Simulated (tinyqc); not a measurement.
## MOS inversion layer, Poisson-Schroedinger loop: effect of the sheet density of depletion charge

Electrons confined at an insulator interface at z = 0, treated as a hard wall; parabolic valleys, Hartree approximation, no image or exchange terms. The depletion charge lies far deeper than the electrons and gives a uniform field q Nd/(eps0 eps_r); the gate balances all charge. Energies are counted from the band edge at the interface.

Schroedinger equation -(C/mz) psi'' + (V0 + U) psi = E psi, C = hbar^2/(2 m0), psi(0) = 0, on a uniform mesh of 800 nodes with a far wall at 55 nm, 8 levels a set; V0 = q Nd z/(eps0 eps_r); dU/dz = q (Ns - integral of n from 0 to z)/(eps0 eps_r), U(0) = 0; N_k = g md m0 q Vt/(pi hbar^2) ln(1 + exp((EF - E_k)/Vt)), g the number of valleys of the set, sum N_k = Ns. Triangular well: E_k = a_k (C F^2/mz)^(1/3), a_1 = 2.338107, a_2 = 4.087949, C = hbar^2/(2 m0), F in eV/nm. Fang-Howard (all electrons in the lowest level of set A): b^3 = 6 (mz1/C) q (Nd + 11 Ns/32)/(eps0 eps_r), centroid 3/b, level C b^2/(4 mz1) + (3/b) q (Nd + 11 Ns/16)/(eps0 eps_r). The centroid adds 3.9 z_av/eps_r to an oxide-equivalent thickness. Shares under 0.0001 % are printed as 0.

Inputs (values chosen for the exercise); masses and permittivity close to those of 4H silicon carbide (0001):
```
symbol   value   unit                                     meaning
T          300      K                                 temperature
eps_r     9.63                              relative permittivity
mz1      0.328     m0  mass along z of valley set A (3 valley(s))
md1      0.421     m0    in-plane density-of-states mass of set A
Ns      1.3e12  cm^-2                  sheet density of electrons
```

Constants: q = 1.602176634e-19 C, kB = 1.380649e-23 J/K, hbar = 1.054571817e-34 J s, m0 = 9.1093837015e-31 kg, Vt = kB T/q, eps0 = 8.8541878128e-14 F/cm where lengths are in cm, hbar^2/(2 m0) = 0.0380998212 eV nm^2. Results are converted to the units shown.

Effect of the sheet density of depletion charge:
columns A: Nd (cm^-2); B: A1 (meV); C: A2 (meV); D: EF (meV); E: share of A1 (%); F: share of A2 (%); G: centroid z_av (nm); H: added oxide equivalent (nm); I: Fang-Howard centroid (nm)
```
A          B    C     D     E       F     G      H     I
1e11    89.5  129  20.1  69.2    15.4  5.53   2.24  3.71
1.7e11  92.6  134  24.4  72.5    15.0  4.86   1.97  3.56
3.1e11  98.7  144  32.5  78.1    13.8  4.04   1.64  3.32
5.3e11   108  161  44.3  84.7    11.2  3.35   1.36  3.05
9.4e11   126  193  63.9  91.8    6.95  2.74   1.11  2.72
1.6e12   152  242  91.7  96.7    3.10  2.30  0.933  2.39
2.9e12   199  328   139  99.3   0.718  1.92  0.776  2.03
5e12     266  447   206  99.9  0.0941  1.62  0.657  1.72
```

What does the table show?

As Nd goes from 1e11 to 5e12, A1 rises from 89.5 to 266 meV, the share of A1 rises from 69.2 to 99.9 % and the centroid falls from 5.53 to 1.62 nm. A1 goes as Nd^(0.53) between the last two rows (a triangular well in the field of that charge alone gives 2/3). The Fang-Howard centroid is 33 % below the full one in the first row, where A1 holds 69.2 %, and 6.1 % above it in the last, where A1 holds 99.9 %. For Nd = 1e11, 1.7e11 the eighth level of a set still holds over 0.4 % of the electrons, so more levels and a farther wall would raise the centroid.

Program tinyqc, `OMP_NUM_THREADS=1 python tinyqc.py 2160059 2160060 out.jsonl`; Intel Xeon 2.30GHz, shared host, one thread, about 0.5 s.
